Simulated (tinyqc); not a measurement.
Schottky barrier with interface states (Cowley-Sze model), image lowering and contact resistance: one step, computed by the program tinyqc. Command: `OMP_NUM_THREADS=1 python tinyqc.py 3026334 3026335 out.jsonl pinning walk`. One thread of a shared host (Intel(R) Xeon(R) Processor @ 2.30GHz), about 0.01 s of CPU time with the checks.

An n-type semiconductor under a metal. The barrier lies between the Schottky-Mott limit phi_M - chi and the Bardeen limit E_g - E_n, E_n being the neutrality level of the interface states; the space-charge term of the full Cowley-Sze expression is left out.

Question. Thermionic current. A* = 4 pi e m_e M_c k_B^2/h^3 (a simple valley count); J_s = A* T^2 exp(-phi/k_B T). J_0 uses phi_B; the reverse current uses phi_B less the image lowering, times 1 - exp(-V_r/k_B T).

Inputs (values chosen for the exercise, for a model semiconductor):

| quantity | value | unit |
|---|---|---|
| electron mass m_e | 0.0906 | m_0 |
| valleys M_c | 1 | - |
| temperature T | 300 | K |
| reverse bias V_r | 0.92 | V |

Pinning factor from: interface states.

barrier phi_B = 0.4473061 eV

image lowering = 0.02776225 eV

Constants: e = 1.602176634e-19 C; m_0 = 9.1093837015e-31 kg; k_B = 1.380649e-23 J/K; h = 6.62607015e-34 J s; k_B = 8.617333262e-05 eV/K.

Give: Richardson constant A*; J_0; thermionic reverse current.

Answer.

Richardson constant A* = 10.89 A cm^-2 K^-2

J_0 = 0.02998 A/cm^2

thermionic reverse current = 0.08773 A/cm^2

Image lowering raises the reverse current by a factor 2.93.
